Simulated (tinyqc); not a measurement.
Undoped symmetric double-gate MOSFET, analytic potential model: one step of the calculation.

An undoped body of thickness ts between two equal insulators and tied gates; long channel, electrons only, n = ni exp((psi - V)/Vt) with V the quasi-Fermi potential (0 at the source, Vd at the drain), constant mobility, no quantisation. Across the body psi(x) = V - 2 Vt ln[(ts/(2 beta)) sqrt(q ni/(2 eps0 eps_r Vt)) cos(2 beta x/ts)], x from the centre. Q is the electron charge per area of the whole body.

Question. beta at the source by Newton steps in z = ln(tan beta). With V = 0, t = exp(z), beta = arctan(t): f = ln(beta) + (1/2) ln(1 + t^2) + 2 r beta t - (Vg - V0)/(2 Vt); with c = t/(1 + t^2), df/dz = c/beta + t c + 2 r t (c + beta); z(new) = z - f/(df/dz).

Values chosen for this exercise:
- T = 250 K (temperature)
- Vg = 0.66 V (gate voltage)

Constants: q = 1.602176634e-19 C, kB = 1.380649e-23 J/K, Vt = kB T/q. Results are converted to the units shown.

z after iteration 1 = -0.79515525
r = 0.61109902
V0 = 0.70688112 V

Give: beta; f; df/dz; z after iteration 2.

Answer.

beta = 0.42411
f = 0.55711
df/dz = 1.4947
z after iteration 2 = -1.1679

Program tinyqc, `OMP_NUM_THREADS=1 python tinyqc.py 2440027 2440028 out.jsonl`; Intel Xeon 2.30GHz, shared host, one thread, about 0.01 s.
